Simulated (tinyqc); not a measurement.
Tight binding, dimerised chain, step by step. One step of it, computed by the program tinyqc.

Question. Levels at k. Diagonalise the Hermitian matrix.

H(k) at k (eV):
```
                     A                    B
A             0.000000  -1.804274+0.776656i
B  -1.804274-0.776656i             0.000000
```

Give: eigenvalues; weights |c|^2 of the basis functions.

Answer.

eigenvalues (eV): -1.9643  1.9643

weights |c|^2 of the basis functions:
```
   band 1  band 2
A  0.5000  0.5000
B  0.5000  0.5000
```
